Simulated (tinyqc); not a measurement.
Worked calculation: one-electron ion in a basis of Gaussians. One step of it, computed by the program tinyqc.

Task: Matrices over normalised Gaussians. With p = a_i + a_j and I(k) = Gamma((k+1)/2) / (2 p^((k+1)/2)): S = I(2l+2), T = (2l+3) a_i a_j S / p, V = -Z I(2l+1), each divided by sqrt(S_ii S_jj).

exponents of r^l exp(-a r^2) (1/bohr^2): 1.232000  3.271000  8.687000  23.070000

Z = 3

l = 0

Give: S; T; V.

Result:

S, lower triangle:
```
        1       2       3       4
1  1.0000
2  0.8419  1.0000
3  0.5357  0.8418  1.0000
4  0.2906  0.5357  0.8418  1.0000
```

T (hartree), lower triangle:
```
        1       2        3        4
1  1.8480
2  2.2603  4.9065
3  1.7342  6.0011  13.0305
4  1.0197  4.6037  15.9376  34.6050
```

V (hartree), lower triangle:
```
         1        2         3         4
1  -5.3137
2  -6.0477  -8.6583
3  -5.7117  -9.8543  -14.1100
4  -4.8498  -9.3065  -16.0591  -22.9940
```
